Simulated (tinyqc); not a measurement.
Changing the dose Q: ion implantation: universal nuclear stopping, Lindhard-Scharff electronic stopping and a Gaussian range profile. Computed by tinyqc, a small Python program. Command: `OMP_NUM_THREADS=1 python tinyqc.py 3029344 3029345 out.jsonl implant sweep`. One thread of a shared host (Intel(R) Xeon(R) Processor @ 2.30GHz), about 0.1 s of CPU time with the checks.

An ion slows by elastic collisions with screened nuclei and by friction with electrons; channelling is ignored and the target is uniform.

Inputs (values chosen for the exercise, modelled on carbon ions in copper):
```
quantity                                 value    unit
ion atomic number Z1                         6       -
ion mass M1                                 12       u
target atomic number Z2                     29       -
target mass M2                           63.55       u
target density N                          84.9  1/nm^3
ion energy E                               2.2     keV
scale factor of electronic stopping k      1.2       -
background C_B                         5.3e+15  1/cm^3
displacement energy E_d                     30      eV
```

Method:
- Reduced energy eps = 32.53 M2 E/(Z1 Z2 (M1 + M2)(Z1^0.23 + Z2^0.23)), E in keV; s_n = ln(1 + 1.1383 eps)/(2 (eps + 0.01321 eps^0.21226 + 0.19593 eps^0.5)) for eps up to 30 and ln(eps)/(2 eps) above; S_n = 8.462 Z1 Z2 M1 s_n/((M1 + M2)(Z1^0.23 + Z2^0.23)) in 1e-15 eV cm^2.
- S_e = k 3.83 Z1^(7/6) Z2/(Z1^(2/3) + Z2^(2/3))^(3/2) sqrt(E/M1) in 1e-15 eV cm^2, E in keV.
- Path length R = int_0^E dE'/(N (S_n + S_e)); energy lost to nuclei nu = int_0^E S_n/(S_n + S_e) dE' (both with E' = E y^3 and 64 Gauss-Legendre points in y).
- Estimates of Lindhard type: R_p = R/(1 + M2/(3 M1)), straggle dR_p = (2/3) R_p sqrt(M1 M2)/(M1 + M2).
- C(x) = C_p exp(-(x - R_p)^2/(2 dR_p^2)) with C_p = Q/(sqrt(2 pi) dR_p), 1 nm = 1e-7 cm; the profile falls to the background at x_j = R_p + dR_p sqrt(2 ln(C_p/C_B)); the peak atomic fraction is C_p/N.
- Kinchin-Pease count with efficiency 0.8: N_d = 0.8 nu/(2 E_d), taking all of nu as damage energy (an upper estimate, as recoils also lose energy to electrons). Spread over a depth R_p + dR_p, displacements per atom = Q N_d/(N (R_p + dR_p)).

One run for each value:
```
dose Q (1/cm^2)  depth x_j where C falls to C_B (nm)  peak concentration C_p (1/cm^3)  displacements per atom
1.00e+12                                       9.473                       3.2367e+18              3.8998e-04
3.70e+12                                       9.902                       1.1976e+19              1.4429e-03
1.40e+13                                      10.303                       4.5314e+19              5.4598e-03
5.20e+13                                      10.670                       1.6831e+20              2.0279e-02
1.90e+14                                      11.011                       6.1498e+20              7.4097e-02
7.20e+14                                      11.341                       2.3304e+21              2.8079e-01
2.70e+15                                      11.653                       8.7391e+21              1.0530e+00
1.00e+16                                      11.948                       3.2367e+22              3.8998e+00
```

Over the rows, depth x_j where C falls to C_B (nm) rises from 9.47 to 11.9 (exponent d ln y / d ln x 0.034 between the first rows and 0.019 between the last); peak concentration C_p (1/cm^3) rises from 3.24e18 to 3.24e22 (exponent d ln y / d ln x about 1.0 throughout); displacements per atom rises from 3.90e-4 to 3.90 (exponent d ln y / d ln x about 1.0 throughout). The exponent of peak concentration C_p stays at 1: the profile scales with dose. The exponent of displacements per atom stays at 1: cascades are counted independently. The dose enters x_j only through the root of a logarithm.

Caution (all rows): the estimates of R_p and dR_p assume mainly nuclear stopping and an ion not much lighter than the target; here they are rough, and for light ions in heavy targets the straggle can be low by a factor of two or more. Caution (rows 7.20e14, 2.70e15, 1.00e16): above a few tenths of a displacement per atom cascades overlap, so the count overstates new damage; heavy ions turn silicon and germanium amorphous at such levels, while light ions such as boron and metal targets anneal much of the damage. Caution (rows 2.70e15, 1.00e16): the peak exceeds 5 atomic %, where sputtering and the changed target matter.

Extremes, crossings and ranges named in words are read from the listed rows.
